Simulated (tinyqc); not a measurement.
Worked calculation: quantum-confined Stark effect in a modulator well. Values are carried at full precision from step to step, so a last printed digit may differ when a step is redone from the rounded ones.

Constants: hbar^2/2m0 = 3.80998211 eV angstrom^2; e^2/(4 pi eps0) = 14.39964547 eV angstrom; hc = 1239.841984 eV nm.

Parameters, chosen for this exercise (near those of a GaAs well in AlGaAs; not measured data): L = 94 angstrom (well width); me = 0.0658 m0 (electron, well); mh = 0.337 m0 (heavy hole along z, well); F = 109 kV/cm (field); Vc = 0.262 eV (conduction offset); Vv = 0.15 eV (heavy-hole offset); meb = 0.089 m0 (electron, barrier); mhb = 0.396 m0 (heavy hole, barrier); Eg = 1.416 eV (gap of the well); mp = 0.156 m0 (heavy hole in the plane); eps = 12.5 (dielectric constant); dE = 19 meV (operating point below the zero-field line); G = 10 meV (half width of the exciton line).

## Estimate for hard walls

Second order: each level moves by -C m (e F)^2 L^4/(2c), C = (15/pi^2 - 1)/(24 pi^2), c = hbar^2/2m0, 1 kV/cm = 1e-5 eV/angstrom. It holds while e F L is no more than about twice 3 c pi^2/(m L^2).

Estimate:
```
carrier     shift (meV)  e F L over the level spacing
electron          -1.76                          0.53
heavy hole        -9.00                          2.70
```

The hole, 5.1 times heavier, carries 84 % of the estimated shift; for hard walls second order errs by about 2 % at a ratio of 1 and 13 % at 3.

## Levels and envelopes

Envelopes on cells of 0.5 angstrom over the well |z| < L/2 and 45 angstrom of barrier on each side, psi = 0 beyond, psi'/m continuous (mean mass between points), c = hbar^2/2m0. The electron sees + e F z and the hole - e F z, each with its offset in the barriers; 1 kV/cm = 1e-5 eV/angstrom. Light holes, band mixing and escape by tunnelling are left out.

Ground levels, squared overlap and separation <z>_h - <z>_e without and with the field.

Results:
```
F (kV/cm)  E_e (meV)  E_h (meV)  overlap^2  separation (angstrom)
0              34.47       8.75      0.985                    0.0
109            28.07      -6.44      0.453                   34.9
```

The electron level moves by -6.40 meV (3.6 times the hard-wall estimate, since it leaks into the barriers and sees a wider well) and the hole level by -15.18 meV (1.69 times).

## Exciton

Exciton: in-plane function exp(-rho/lam), 1/mu = 1/me + 1/mp, E(lam) = c/(mu lam^2) - (q/eps) times the integral over k of Fm(k)(1 + (k lam/2)^2)^(-3/2), Fm(k) the double integral of psi_e^2 psi_h^2 exp(-k |z - z'|), q = e^2/(4 pi eps0); binding Eb = -E at the minimum. Line at Eg + E_e + E_h - Eb, strength proportional to overlap^2/lam^2.

Minimise over lam without and with the field.

Results:
```
F (kV/cm)  lam (angstrom)  Eb (meV)  line (eV)     nm  overlap^2/lam^2 (1e-4/angstrom^2)
0                   120.0      8.81     1.4504  854.8                             0.6840
109                 138.2      7.41     1.4302  866.9                             0.2374
```

The weaker binding gives back 1.40 meV of the red shift, leaving 20.2 meV; the strength falls to 35 %.

## Contrast at the operating point

With a Gaussian line of half width G, the absorption at E_op = line(0) - dE is proportional to strength x exp(-ln2 ((E_op - line)/G)^2); continuum absorption is left out. Give it at both fields, relative to the zero-field peak.

E_op = 1.4314 eV
wavelength = 866.2 nm

absorption without and with the field: [0.082, 0.34]

The field changes the absorption by +0.26 of the zero-field peak. The zero-field tail still absorbs here, since dE is no more than 2G, which costs insertion loss.

## Checks

- Zero-field levels against the matching condition of the square well, meV: largest difference 4.1e-02.
- Slope d(E_e + E_h)/dF against minus the separation (Hellmann-Feynman), angstrom: both -34.9.

(tinyqc, `OMP_NUM_THREADS=1 python tinyqc.py 1251866 1251867 out.jsonl`, Intel(R) Xeon(R) Processor @ 2.30GHz, 1 thread, shared host, about 0.09 s.)
